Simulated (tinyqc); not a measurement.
## Gap and mass from two generation rates

Problem. In the two-band model the band-to-band tunnelling rate in a uniform field is G = A F^2 exp(-B/F), with B = pi sqrt(m/C) Eg^1.5/4 (V/nm), A = 1e21 (2 q/h) m Eg/(16 pi C B) for G in cm^-3 s^-1 and F in V/nm, C = hbar^2/(2 m0). Find B, A, Eg and m.

Constants: q = 1.602176634e-19 C, hbar = 1.054571817e-34 J s, h = 6.62607015e-34 J s, m0 = 9.1093837015e-31 kg, hbar^2/(2 m0) = 0.0380998212 eV nm^2. Results are converted to the units shown.

G at F = 0.065 and 0.11 V/nm (cm^-3 s^-1): 1.0016202e31  6.3522481e31

Solution. The slope of ln(G/F^2) against 1/F is -B and the intercept gives A. The product A B fixes m Eg, and B = (pi/4) Eg sqrt(m Eg/C) then gives Eg.

B = 0.126 V/nm
A = 1.66e34 cm^-3 s^-1 (V/nm)^-2
Eg = 0.345 eV
m = 0.0240 m0

Numbers from tinyqc (`OMP_NUM_THREADS=1 python tinyqc.py 2620116 2620117 out.jsonl`; about 0.01 s on one thread of a shared Intel Xeon 2.30GHz).
